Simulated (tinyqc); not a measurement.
Wider gaps screen less: band offset of a heterojunction with an interface dipole (two-band chains, self-consistent charge).

Sites alternate A, C. Left: A at -G1/2, C at +G1/2, hopping -t1; right: A at D - G2/2, C at D + G2/2, hopping -t2; the bonds across the two interfaces of a ring (C left to A right, C right to A left) have -sqrt(t1 t2). D is the offset of the mid-gaps, so Ev(right) - Ev(left) = D - (G2 - G1)/2 and Ec(right) - Ec(left) = D + (G2 - G1)/2. The closing bond has its sign reversed (antiperiodic ring). Half the levels are filled with two electrons each. The charge moved is q = (electrons on the left) less one a site; the mean over the two interfaces, q/2, is taken as the charge that crosses each, and its dipole opposes the offset: D = D0 - u q/2.

From here on the ring has 24 cells a side.

Values chosen for the exercise (gaps near those of Si and Ge; the chains and D0 are free models, so the offsets are not those of the real pair; not measured data):

| symbol | value | unit | meaning |
|---|---|---|---|
| G1 | 1.17 | eV | gap on the left |
| t1 | 2.54 | eV | hopping on the left |
| t2 | 2.54 | eV | hopping on the right |
| u | 3.6 | eV | potential step per electron moved across |

G2 is varied. chi = (q(+0.01) - q(-0.01))/0.02 at D = 0, S = 1/(1 + u chi/2).

Against G2:

| G2 (eV) | chi (1/eV) | S |
|---|---|---|
| 0.7 | 0.57096 | 0.4932 |
| 1.1 | 0.46996 | 0.5417 |
| 1.5 | 0.40133 | 0.5806 |
| 2.3 | 0.31081 | 0.6413 |
| 3.4 | 0.23423 | 0.7034 |
| 5.5 | 0.15049 | 0.7869 |
| 7.0 | 0.11403 | 0.8297 |
| 9.0 | 0.08111 | 0.8726 |

What does the comparison show?

chi falls from 0.5710 to 0.0811 1/eV, a factor 7.0, and S rises from 0.493 to 0.873: charge crosses through the tails of states that tunnel into the other gap, and these shorten as the gap widens. u is kept fixed, though a wider gap also screens less and would raise it.

tinyqc: `OMP_NUM_THREADS=1 python tinyqc.py 1451678 1451679 out.jsonl`; about 0.4 s, one thread, shared Intel(R) Xeon(R) Processor @ 2.30GHz.
